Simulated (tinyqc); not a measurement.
Weibull analysis of times to dielectric breakdown, with area scaling: one step of the calculation.

Breakdown times follow F(t) = 1 - exp(-(t/t63)^beta). The 12 times below were drawn at random from beta = 1.5, t63 = 1600 s and are treated as data; all samples failed.

Question. Scale parameter and projection to the product. t63 = (mean of t^beta)^(1/beta). Defects are spread at random, so -ln(1 - F) is proportional to the area: t63(A2) = t63 (A1/A2)^(1/beta), and the time to the share Fp is t63(A2) (-ln(1 - Fp))^(1/beta).

Inputs (values chosen for the exercise):
- A1 = 410 um^2 (area of a test capacitor)
- A2 = 1.5e6 um^2 (gate area of the product)
- Fp = 1e-6 (allowed share of failed products)
- beta = 1.5 (Weibull slope)

| i | t (s) |
|---|---|
| 1 | 235 |
| 2 | 426 |
| 3 | 638 |
| 4 | 820 |
| 5 | 1030 |
| 6 | 1480 |
| 7 | 1870 |
| 8 | 2080 |
| 9 | 2320 |
| 10 | 2490 |
| 11 | 2780 |
| 12 | 3930 |

converged beta = 1.5877660

Find: t63; t63 of the product; time to Fp; decades lost against t63.

Answer.

t63 = 1865.9 s
t63 of the product = 10.633 s
time to Fp = 0.0017692 s
decades lost against t63 = 6.0231

The straight-line values give 1.23e-4 s for the time to Fp and the values that made the data 6.74e-4 s: with 12 samples beta is uncertain by about 0.78/sqrt(n) = 23 %, and the projection hangs on 1/beta.

Program tinyqc, `OMP_NUM_THREADS=1 python tinyqc.py 2070039 2070040 out.jsonl`; Intel Xeon 2.30GHz, shared host, one thread, about 0.01 s.
